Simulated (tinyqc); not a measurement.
Ratio and sensitivities against delay: time-domain thermoreflectance: layered heat flow under a modulated pulse train, and what the signal ratio measures. Computed by tinyqc, a small Python program. Command: `OMP_NUM_THREADS=1 python tinyqc.py 3111321 3111322 out.jsonl tdtr walk`. One thread of a shared host (Intel(R) Xeon(R) Processor @ 2.30GHz), about 0.1 s of CPU time with the checks.

Pulses repeat at 80 MHz; heat is laid down at the surface, all layers are isotropic.

Inputs (values chosen for the exercise, modelled on aluminium on sapphire):
```
quantity                                value        unit
metal thickness d                         100          nm
metal conductivity                        130     W/(m K)
metal heat capacity                      2.42  MJ/(m^3 K)
boundary conductance G under the metal    170  MW/(m^2 K)
substrate conductivity kappa             36.5     W/(m K)
substrate heat capacity C                3.11  MJ/(m^3 K)
modulation frequency f                    9.8         MHz
spot radius w (1/e^2, pump and probe)     4.1  micrometre
```

Stack: metal, substrate.

Method:
- For radial wave number k and angular frequency W each layer has u = sqrt(4 pi^2 k^2 + i W C/kappa) and gamma = kappa u. Surface impedance from below: Z = 1/gamma for the substrate; a layer of thickness L maps Z to (Z + tanh(u L)/gamma)/(1 + gamma Z tanh(u L)); a boundary adds 1/G.
- Response per absorbed watt H(W) = 2 pi int_0^(2/w) Z(k, W) exp(-pi^2 k^2 w^2) k dk by 20 Gauss-Legendre points.
- Signal: X + iY = sum_(m = -M..M) H(2 pi (f + m f_r)) exp(i 2 pi m f_r t) exp(-pi (m/M)^2 x 4), f_r = 80 MHz, M = 4000, with H(-W) the complex conjugate of H(W); V_in = X, V_out = Y, ratio = -V_in/V_out.
- Sensitivity S = ln(ratio'/ratio)/ln(1.01) for a rise of one input by 1 %.

Ratio and sensitivities:
```
t (ps)   ratio  S to kappa    S to G    S to d   S to C    S to w
100     6.5168     0.45543   0.06807  -0.79308  0.42323  -0.16706
200     5.9038     0.43707   0.02187  -0.80639  0.40524  -0.16044
400     5.0429     0.40402  -0.04725  -0.67684  0.37271  -0.14965
800     3.8968     0.35172  -0.13549  -0.48762  0.32048  -0.13496
1500    2.7573     0.28632  -0.21608  -0.27784  0.25360  -0.12067
2500    1.9029     0.22264  -0.26079  -0.10528  0.18611  -0.11195
4000    1.2457     0.16262  -0.26849   0.02595  0.11811  -0.11150
```

What follows from these numbers?

The largest sensitivity in size at 100 ps is to d (-0.79). kappa and C enter almost alike, through the effusivity. At 400 ps an error of 3 % in d passes on as 5 % in kappa.

Extremes, crossings and ranges named in words are read from the listed rows.
